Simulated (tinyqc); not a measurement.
Comparisons within one model: band edges of strained Si(1-x)Ge(x) on relaxed Si(1-y)Ge(y). A value that a table varies takes the place of the one given here.

Values are linear in the Ge fraction but for ED(x) = linear - CD x (1 - x) and a(x) = linear - Ca x (1 - x). Energies are on the common scale of Ev.

Coherent growth on a (001) face: e_par = (a(y) - a(x))/a(x), e_perp = -2 (C12/C11) e_par; exx = eyy = e_par, ezz = e_perp, no shear.

A valley with unit axis u lies at Ev + gap + (av + a_valley) tr(e) + Xu (u.e.u - tr(e)/3); the Delta axes are x, y, z and the L axes [111], [1-1-1], [-11-1], [-1-11]. The second-order shift of the Delta valleys under shear is left out; it lowers the pair normal to the sheared plane by tens of meV at a shear of 1 %.

Valence edges: Ev plus the levels of the 6 x 6 matrix of X, Y, Z times spin with -Dso/3 + l exx + m (eyy + ezz) on the diagonal (cyclic), n exy off it, l = av + 2 b, m = av - b, n = sqrt(3) d. Spin-orbit term (Dso/3) L.sigma on X, Y, Z with (L_k)_ij = -i epsilon_kij: <X+|H|Y+> = -i Dso/3, <X+|H|Z-> = Dso/3, <Y+|H|Z-> = -i Dso/3, <Z+|H|X-> = -Dso/3, <Z+|H|Y-> = i Dso/3, <X-|H|Y-> = i Dso/3, and their conjugates; + and - are the spin along z.

Coherent growth: e_par = (a(y) - a(x))/a(x). (001): e_perp = -2 (C12/C11) e_par; exx = eyy = e_par, ezz = e_perp, no shear. (111): e_perp = -(2 C11 + 4 C12 - 4 C44)/(C11 + 2 C12 + 4 C44) e_par; exx = eyy = ezz = (2 e_par + e_perp)/3 and exy = eyz = ezx = (e_perp - e_par)/3. (110): e_perp = -(C11 + 3 C12 - 2 C44)/(C11 + C12 + 2 C44) e_par; exx = eyy = (e_par + e_perp)/2, ezz = e_par, exy = (e_perp - e_par)/2, eyz = ezx = 0.

Parameters, chosen for this exercise (end members near Si and Ge, in this order; not measured data):

| symbol | value | unit | meaning |
|---|---|---|---|
| a | (5.425, 5.654) | angstrom | lattice constant |
| Dso | (0.044, 0.289) | eV | spin-orbit splitting |
| av | (2.49, 1.25) | eV | valence hydrostatic potential |
| b | (-2.07, -2.57) | eV | tetragonal shear potential |
| d | (-4.8, -5.32) | eV | trigonal shear potential |
| C11 | (163.5, 127.5) | GPa |  |
| C12 | (64, 47.7) | GPa |  |
| C44 | (79, 66.7) | GPa |  |
| Ev | (0, 0.67) | eV | top of the unstrained valence band |
| ED | (1.171, 0.916) | eV | gap to the Delta valleys |
| EL | (2.009, 0.747) | eV | gap to the L valleys |
| aD | (1.81, 1.36) | eV | hydrostatic potential of the Delta gap |
| aL | (-3.07, -2.51) | eV | hydrostatic potential of the L gap |
| XuD | (8.95, 9.16) | eV | uniaxial potential, Delta |
| XuL | (16.42, 15) | eV | uniaxial potential, L |
| CD | 0.235 | eV | bowing of the Delta gap |
| Ca | 0.027 | angstrom | bowing of the lattice constant |
| face | 001 |  | growth face |
| y | 0.32 |  | Ge fraction of the relaxed buffer |
| x | 0 |  | Ge fraction of the layer |

## Composition of the layer

The buffer is kept. dEc = Ec(buffer) - Ec(layer), dEv = Ev(layer) - Ev(buffer); buffer edges Ev(y) and Ev(y) + min(ED, EL). The digit behind Delta or L counts whole valleys.

Results:

| x | e_par (%) | lowest valleys | gap (eV) | next valleys above (meV) | valence splitting (meV) | dEc (eV) | dEv (eV) |
|---|---|---|---|---|---|---|---|
| 0.00 | 1.24 | Delta2 | 0.986 | 198 | 126 | 0.149 | -0.097 |
| 0.12 | 0.78 | Delta2 | 1.004 | 125 | 74 | 0.101 | -0.067 |
| 0.25 | 0.28 | Delta2 | 1.027 | 44 | 24 | 0.038 | -0.027 |
| 0.37 | -0.20 | Delta4 | 0.999 | 32 | 15 | 0.003 | 0.037 |
| 0.50 | -0.73 | Delta4 | 0.902 | 117 | 48 | 0.003 | 0.134 |
| 0.62 | -1.23 | Delta4 | 0.817 | 196 | 73 | -0.005 | 0.226 |
| 0.75 | -1.78 | Delta4 | 0.732 | 284 | 97 | -0.024 | 0.330 |
| 0.87 | -2.29 | Delta4 | 0.659 | 225 | 117 | -0.050 | 0.429 |

The gap is 0.986 eV in the first row and 0.659 eV in the last, with its largest listed value, 1.027 eV, at x = 0.25. The lowest valleys change: Delta2 to Delta4 between x = 0.25 and 0.37. Per 0.1 of x the valence offset moves by +60 meV on average; the conduction offset lies between -50 and +149 meV. Both carriers sit on one side for x = 0.37 and 0.50, and on opposite sides elsewhere. Offsets below about 30 meV are within the spread of parameter sets, so those rows do not settle the type. Strains above 2 % can be kept only in layers of a few nanometres.

## Composition of the buffer

The layer is kept. dEc = Ec(buffer) - Ec(layer), dEv = Ev(layer) - Ev(buffer); buffer edges Ev(y) and Ev(y) + min(ED, EL). The digit behind Delta or L counts whole valleys.

Results:

| y | e_par (%) | lowest valleys | gap (eV) | next valleys above (meV) | valence splitting (meV) | dEc (eV) | dEv (eV) |
|---|---|---|---|---|---|---|---|
| 0.08 | 0.30 | Delta2 | 1.130 | 48 | 26 | 0.032 | -0.029 |
| 0.16 | 0.61 | Delta2 | 1.084 | 97 | 58 | 0.068 | -0.054 |
| 0.24 | 0.92 | Delta2 | 1.036 | 147 | 91 | 0.107 | -0.076 |
| 0.31 | 1.20 | Delta2 | 0.993 | 192 | 121 | 0.143 | -0.094 |
| 0.39 | 1.53 | Delta2 | 0.942 | 244 | 157 | 0.189 | -0.115 |
| 0.47 | 1.86 | Delta2 | 0.890 | 297 | 193 | 0.237 | -0.134 |
| 0.55 | 2.20 | Delta2 | 0.836 | 351 | 230 | 0.289 | -0.153 |

The gap is 1.130 eV in the first row and 0.836 eV in the last. The lowest valleys are Delta2 throughout. Per 0.1 of y the valence offset moves by -26 meV on average; the conduction offset lies between +32 and +289 meV. Electrons and holes sit on opposite sides in every row (type II). Offsets below about 30 meV are within the spread of parameter sets, so those rows do not settle the type. Strains above 2 % can be kept only in layers of a few nanometres.

## The same layer on three faces

dEc = Ec(buffer) - Ec(layer), dEv = Ev(layer) - Ev(buffer); buffer edges Ev(y) and Ev(y) + min(ED, EL). The digit behind Delta or L counts whole valleys.

Results:

| face | e_par (%) | lowest valleys | gap (eV) | next valleys above (meV) | valence splitting (meV) | dEc (eV) | dEv (eV) | Delta spread (meV) | L spread (meV) |
|---|---|---|---|---|---|---|---|---|---|
| (001) | 1.24 | Delta2 | 0.986 | 198 | 126 | 0.149 | -0.097 | 198 | 0 |
| (111) | 1.24 | Delta6 | 1.119 | 548 | 137 | -0.002 | -0.079 | 0 | 261 |
| (110) | 1.24 | Delta4 | 1.091 | 84 | 132 | 0.030 | -0.083 | 84 | 206 |

On (001) only the Delta valleys split (198 meV), on (111) only the L valleys (261 meV), on (110) both (84 and 206 meV). The lowest valleys are Delta2 on (001), Delta6 on (111) and Delta4 on (110); the smallest gap is 0.986 eV on (001) and the largest 1.119 eV on (111).

## What each parameter does

dEc = Ec(buffer) - Ec(layer), dEv = Ev(layer) - Ev(buffer); buffer edges Ev(y) and Ev(y) + min(ED, EL). Each row changes one parameter from the base and keeps the others.

Results:

| case | gap (eV) | valence splitting (meV) | dEc (eV) | dEv (eV) |
|---|---|---|---|---|
| base | 0.9864 | 125.7 | 0.1488 | -0.0969 |
| x = 0.03 | 0.9903 | 112.7 | 0.1378 | -0.0898 |
| y = 0.35 | 0.9674 | 138.9 | 0.1655 | -0.1046 |
| CD = 0.285 eV | 0.9864 | 125.7 | 0.1379 | -0.0969 |
| XuD = (10.292, 10.534) eV | 0.9666 | 125.7 | 0.1686 | -0.0969 |
| d = (-5.52, -6.118) eV | 0.9864 | 125.7 | 0.1488 | -0.0969 |
| Dso = (0.051, 0.332) eV | 0.9878 | 124.2 | 0.1488 | -0.0984 |
| b = (-2.38, -2.956) eV | 0.9730 | 146.0 | 0.1488 | -0.0835 |
| aD = (2.081, 1.564) eV | 0.9905 | 125.7 | 0.1447 | -0.0969 |

The largest shifts from the base row, up to three for each result and ties (the steps differ in size, so this ranks the rows, not the parameters). gap (eV): XuD -0.0198, y -0.0190, b -0.0134; unchanged at the printed digits by CD and d. valence splitting (meV): b +20.3, y +13.3, x -12.9; unchanged at the printed digits by CD, XuD, d and aD. dEc (eV): XuD +0.0198, y +0.0167, x -0.0111; unchanged at the printed digits by d, Dso and b. dEv (eV): b +0.0134, y -0.0076, x +0.0071; unchanged at the printed digits by CD, XuD, d and aD. The lowest valleys of the layer are Delta2, so among the conduction-band potentials only those of that family reach the gap and dEc; the buffer is unstrained. A shift large enough to swap the lowest family would change that.

(tinyqc, `OMP_NUM_THREADS=1 python tinyqc.py 1050761 1050762 out.jsonl`, Intel(R) Xeon(R) Processor @ 2.30GHz, 1 thread, shared host, about 0.02 s.)
